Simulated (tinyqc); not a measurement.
From results to parameters: minimal-basis H2. Computed by the program tinyqc with PySCF.

Problem. For two electrons in the two orbitals of minimal-basis H2, the CIS energies are e2 - e1 - J12 + 2 K12 and e2 - e1 - J12, and E_corr = D - sqrt(D^2 + K12^2) with 2D the energy of the double excitation. Find J12, K12, D, the MP2 energy and the weight of the double excitation.

orbital gap e2 - e1 = 0.61578619 hartree
CIS singlet and triplet energies (hartree): 0.500019  0.049388
FCI correlation energy = -0.07848998 hartree

Solution. Half the singlet-triplet splitting is K12, the gap less the triplet energy is J12, D = (E_corr^2 - K12^2)/(2 E_corr), MP2 is -K12^2/(2 gap), and the weight is c^2/(1 + c^2) with c = E_corr/K12.

J12, K12, D (hartree): 0.566  0.225  0.284
MP2 correlation energy = -0.041221 hartree
weight of the double excitation = 0.1082
